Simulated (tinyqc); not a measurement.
Minority carriers and saturation current of a heavily doped emitter: two steps of the calculation.

n-type, parabolic bands, full ionisation. eta = (EF - Ec)/kB T solves N = Nc F12(eta), F12(x) = (2/sqrt(pi)) int_0^infinity sqrt(u)/(1 + exp(u - x)) du. The gap shrinks rigidly by dEg = a3 y^(1/3) + a4 y^(1/4) + a2 y^(1/2), y = N/1e18 cm^-3, an empirical law that is here taken as the true narrowing.

Inputs (values chosen for the exercise); band and dielectric values close to those of silicon: temperature T = 250 K; conduction-band density of states at 250 K Nc = 2.11e19 cm^-3; ionised donor density N = 7.4e18 cm^-3; minority-hole mobility mup = 200 cm^2/(V s); Auger coefficient Cn = 1.7e-31 cm^6/s; defect lifetime ts = 0.056 us; emitter width W = 1200 nm; recombination velocity at the contact S = 2.9e5 cm/s.

Constants: q = 1.602176634e-19 C, kB = 1.380649e-23 J/K, Vt = kB T/q. Results are converted to the units shown.

Question 1. Fermi level. Newton step on ln F12(eta) = ln(N/Nc): eta(new) = eta - ln(Nc F12/N) F12/Fm, Fm(x) = dF12/dx = (1/sqrt(pi)) int_0^infinity u^(-1/2)/(1 + exp(u - x)) du.

eta at the start (Boltzmann value) = -1.0478

Wanted: F12; Fm; eta after iteration 1.

Answer 1.

F12 = 0.3140
Fm = 0.2829
eta after iteration 1 = -0.9251

Question 2. Saturation current. 1/tau = Cn N^2 + 1/ts, D = mup Vt, L = sqrt(D tau); J0 = (q p0 D/L)(s + tanh(W/L))/(1 + s tanh(W/L)), s = S L/D; the share recombining inside is 1 - 1/[cosh(W/L)(1 + tanh(W/L)/s)].

p0 = 0.011551117 cm^-3

Give: tau; L; s; J0; share recombining inside.

Answer 2.

tau = 36.81 ns
L = 3983 nm
s = 26.80
J0 = 0.06137 fA/cm^2
share recombining inside = 5.406 %

The emitter is transparent: most holes reach the contact.

Range of the model: Band tails, non-parabolic bands and incomplete ionisation are left out.

Program tinyqc, `OMP_NUM_THREADS=1 python tinyqc.py 2330071 2330072 out.jsonl`; Intel Xeon 2.30GHz, shared host, one thread, about 0.01 s.
